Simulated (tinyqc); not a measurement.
Inside a calculation. Method: Hubbard chain of 4 sites. Computed by tinyqc, a small Python program that keeps every step. Settings: hopping = 0.51, U = 6.6, mixing = 0.5, iteration cap = 80. Command: `OMP_NUM_THREADS=1 python tinyqc.py 26252 26253 out.jsonl` (the two numbers bound the seeds that draw the settings). One thread of a shared host (Intel(R) Xeon(R) Processor @ 2.60GHz), about 0.2 s of CPU time with the checks. Later iterations appear only in the table of the cycle.

## Mean-field iteration 1

one-body matrix (hopping and site energies) (eV), order 1, 2, 3, 4:
```
[[0.00000, -0.51000, 0.00000, 0.00000],
 [-0.51000, 0.00000, -0.51000, 0.00000],
 [0.00000, -0.51000, 0.00000, -0.51000],
 [0.00000, 0.00000, -0.51000, 0.00000]]
```

U = 6.60000 eV

electrons, up and down: [3, 2]

mixing = 0.50000

n(up) at the start (a guess, not normalised): [0.80000, 0.70000, 0.80000, 0.70000]

n(down) at the start (a guess): [0.45000, 0.55000, 0.45000, 0.55000]

H(up) = T + U n(down), H(down) = T + U n(up); fill the lowest levels; n(new) = n + mixing (n(out) - n); E = tr T (rho up + rho down) + U sum n_up n_down of the output.

levels, up (eV): [2.41126, 2.84366, 3.75634, 4.18874]

levels, down (eV): [4.06126, 4.49366, 5.40634, 5.83874]

energy = 7.52246 eV

n(up) after iteration 1: [0.85656, 0.60193, 0.78627, 0.75524]

n(down) after iteration 1: [0.31853, 0.64214, 0.35786, 0.68147]

## Mean-field iteration 2

As before.

levels, up (eV): [1.93093, 2.19520, 4.40480, 4.66907]

levels, down (eV): [3.64953, 4.66056, 5.62267, 5.86724]

energy = 7.42482 eV

n(up) after iteration 2: [0.92445, 0.70403, 0.85265, 0.51887]

n(down) after iteration 2: [0.19551, 0.76525, 0.36756, 0.67168]

## Mean-field iteration 3

As before.

levels, up (eV): [1.21815, 2.22437, 4.53522, 5.22226]

levels, down (eV): [3.30174, 4.33462, 5.85070, 6.31294]

energy = 6.91538 eV

n(up) after iteration 3: [0.95442, 0.38794, 0.90649, 0.75115]

n(down) after iteration 3: [0.13204, 0.79681, 0.25369, 0.81746]

## Convergence

Each step fills the lowest levels of T + U n(other spin) and sets n(new) = n + mixing (n(out) - n); stop when output and input agree to 1e-8.

Course of the cycle:
```
iteration     E (eV)  largest |n(out) - n(in)|  mean |n_up - n_down|
1          7.5224625                  2.63e-01               0.36644
2          7.4248231                  4.73e-01               0.48081
3          6.9153768                  6.32e-01               0.62825
4          6.6263013                  4.79e-01               0.64991
5          6.4044269                  5.22e-01               0.69228
6          6.2476221                  6.71e-02               0.68401
7          6.1721673                  2.43e-01               0.71492
8          6.0590376                  1.38e-01               0.72656
9          5.9772228                  1.61e-01               0.73422
10         5.9384217                  1.77e-01               0.73567
11         5.9232690                  1.49e-01               0.73523
...              ...                       ...                   ...
70         5.9077650                  1.06e-06               0.72556
71         5.9077650                  8.84e-07               0.72556
72         5.9077650                  7.38e-07               0.72556
73         5.9077650                  6.17e-07               0.72556
74         5.9077650                  5.16e-07               0.72556
75         5.9077650                  4.31e-07               0.72556
76         5.9077650                  3.60e-07               0.72556
77         5.9077650                  3.01e-07               0.72556
78         5.9077650                  2.51e-07               0.72556
79         5.9077650                  2.10e-07               0.72556
80         5.9077650                  1.76e-07               0.72556
```

Not converged within 80 iterations: the residual falls steadily but slowly, by a factor of about 0.84 a step. The lowest mean-field energy found from random starts is 5.79669 eV. Reruns (cap 100 unless said): mixing 0.2: not converged; mixing 0.9: not converged; the original settings with a cap of 400: converged in 96 to a higher stationary point (E = 5.90776).

## Exact diagonalisation (24 states)

Lowest levels of the sector, and the double occupancy of the lowest state.

lowest levels (eV): [5.57971, 5.70812, 5.77480, 6.13982, 6.23531, 6.28480]

double occupancy per site = 0.25690

## The lowest level by Lanczos steps

From a random start vector (not printed): a_j = <q_j|H|q_j>, b_j = norm of the remainder after orthogonalising; the Ritz value is the lowest eigenvalue of the tridiagonal matrix of a and b so far.

Lanczos:
```
j   a_j (eV)  b_j (eV)  lowest Ritz value (eV)
1    8.69798   3.69180               8.6979779
2   10.32736   0.87654               5.7320433
3   10.68101   3.17030               5.6711417
4    9.34735   0.92686               5.6028762
5   11.13016   3.05342               5.5967770
6    8.76433   1.02067               5.5885829
7   10.67304   3.16019               5.5871450
8    8.98095   0.80585               5.5841279
9    8.96265   3.39438               5.5834927
10  10.58374   0.91279               5.5805600
```
